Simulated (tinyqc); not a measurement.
Resistance of a source-drain extension with a graded tip: one step of the calculation.

y runs along the channel, the gate covers y > 0. The doping is N0 for y < y0 and N0 10^(-(y - y0)/la) beyond, uniform over the depth xj. Sheet conductance s(y) = q mu(N) max(N - Nch, 0) xj + (for y > 0) ma Cox Vo, with mu(N) = u0 + (u1 - u0)/(1 + (N/Nr)^au) and Cox = eps0 eox/tox. Current is taken as one-dimensional; depletion of the tip, spreading and the contact are left out. The metallurgical junction lies at yj, where N = Nch.

Problem. Sheet resistances and junction position. yj = y0 + la log10(N0/Nch); sheet resistance of the full extension 1/[q mu(N0)(N0 - Nch) xj] and of the gate-induced layer 1/(ma Cox Vo); metallurgical length Lg - 2 yj; ye is where the doped and the gate-induced conductances are equal.

Parameters, values chosen for the exercise; mobility law close to that of electrons in silicon: relative permittivity of the gate insulator (close to silicon dioxide) eox = 3.9; insulator thickness tox = 1.3 nm; active doping of the extension far from the gate N0 = 1.7e20 cm^-3; lateral abruptness la = 3.7 nm/decade; position under the gate where the fall begins (gate edge at 0) y0 = 4.3 nm; depth of the extension xj = 29 nm; channel doping Nch = 1.2e18 cm^-3; gate overdrive Vo = 0.49 V; mobility of the gate-induced layer ma = 200 cm^2/(V s); mobility at low doping u1 = 1414 cm^2/(V s); mobility at high doping u0 = 68.5 cm^2/(V s); reference doping Nr = 9.2e16 cm^-3; exponent au = 0.711; gate length Lg = 45 nm.

Constants: q = 1.602176634e-19 C, eps0 = 8.8541878128e-14 F/cm where lengths are in cm. Results are converted to the units shown.

Give: yj; sheet resistance of the extension; sheet resistance of the induced layer; metallurgical length; ye; N at ye.

Solution.

yj = 12.26 nm
sheet resistance of the extension = 170.3 ohm/square
sheet resistance of the induced layer = 3842 ohm/square
metallurgical length = 20.48 nm
ye = 9.912 nm
N at ye = 5.172e18 cm^-3

The gate takes over 2.35 nm before the junction, where N is still 4.31 times the channel doping.

Numbers from tinyqc (`OMP_NUM_THREADS=1 python tinyqc.py 2282287 2282288 out.jsonl`; about 0.03 s on one thread of a shared Intel Xeon 2.30GHz).
